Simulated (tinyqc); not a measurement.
Worked calculation: UHF in the sto-3g basis, for H3+, spin multiplicity 1. One step of it, computed by the program tinyqc.

Task: Iteration 3: diagonalisation and new density. Diagonalise F' = X^T F X, C = X C', fill 1 alpha and 1 beta electrons from the bottom; D(s) = C_occ C_occ^T. Each column has its largest component positive (the first on a tie).

extrapolated F(alpha) (hartree), lower triangle:
```
           1H 1s      2H 1s      3H 1s
1H 1s  -0.654248
2H 1s  -0.385693  -0.253045
3H 1s  -0.613185  -0.163566  -0.758495
```

extrapolated F(beta) (hartree), lower triangle:
```
           1H 1s      2H 1s      3H 1s
1H 1s  -0.654246
2H 1s  -0.613201  -0.758502
3H 1s  -0.385678  -0.163562  -0.253044
```

X, lower triangle:
```
           1H 1s     2H 1s     3H 1s
1H 1s   1.148170
2H 1s  -0.237940  1.071790
3H 1s  -0.237930  0.031106  1.071785
```

Give: F' = X^T F X; orbital energies; coefficients C; F' = X^T F X; orbital energies; coefficients C; D(alpha) after iteration 3; D(beta) after iteration 3.

Result:

F' = X^T F X (alpha) (hartree), lower triangle:
```
         1        2        3
1  -0.3925
2  -0.2613  -0.1336
3  -0.4080   0.0033  -0.6010
```

orbital energies (alpha) (hartree): MO1 -0.9502, MO2 -0.2933, MO3 0.1165

coefficients C (alpha):
```
          MO1      MO2      MO3
1H 1s  0.5077  -0.4547   0.9834
2H 1s  0.0868  -0.6425  -0.8866
3H 1s  0.6512   0.6787  -0.5671
```

F' = X^T F X (beta) (hartree), lower triangle:
```
         1        2        3
1  -0.3925
2  -0.4080  -0.6010
3  -0.2613   0.0033  -0.1336
```

orbital energies (beta) (hartree): MO1 -0.9502, MO2 -0.2933, MO3 0.1164

coefficients C (beta):
```
          MO1      MO2      MO3
1H 1s  0.5077  -0.4546   0.9834
2H 1s  0.6512   0.6787  -0.5671
3H 1s  0.0868  -0.6425  -0.8865
```

D(alpha) after iteration 3, lower triangle:
```
        1H 1s   2H 1s   3H 1s
1H 1s  0.2578
2H 1s  0.0441  0.0075
3H 1s  0.3306  0.0566  0.4241
```

D(beta) after iteration 3, lower triangle:
```
        1H 1s   2H 1s   3H 1s
1H 1s  0.2578
2H 1s  0.3306  0.4241
3H 1s  0.0441  0.0566  0.0075
```
